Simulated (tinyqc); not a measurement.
# Depth and level of a trap from the time ratio

Problem. For an oxide trap tc/te = exp(E/Vt) with E = E0 - dpsi - (xt/tox)(Vg - VT - dpsi), dpsi being the rise of the surface potential above its value at threshold. Find xt and E0, and the depth that would be read if dpsi were ignored.

Values chosen for this exercise:
- T = 200 K (temperature)
- tox = 2 nm (insulator thickness)

Constants: q = 1.602176634e-19 C, kB = 1.380649e-23 J/K, Vt = kB T/q. Results are converted to the units shown.

Vg - VT (V): 0.4  0.55
tc/te: 1.9674166  0.25038399
dpsi (V): 0.058285451  0.064296691

Answer. E + dpsi is a straight line in the oxide voltage Vg - VT - dpsi with slope -xt/tox and intercept E0. Ignoring dpsi assigns the motion of the bands to the trap and overstates its depth.

xt = 0.4100 nm
E0 = 0.1400 eV
depth read without dpsi = 0.4737 nm

Computed by the program tinyqc: `OMP_NUM_THREADS=1 python tinyqc.py 2710028 2710029 out.jsonl`, one thread of a shared Intel Xeon 2.30GHz, about 0.01 s for the whole run.
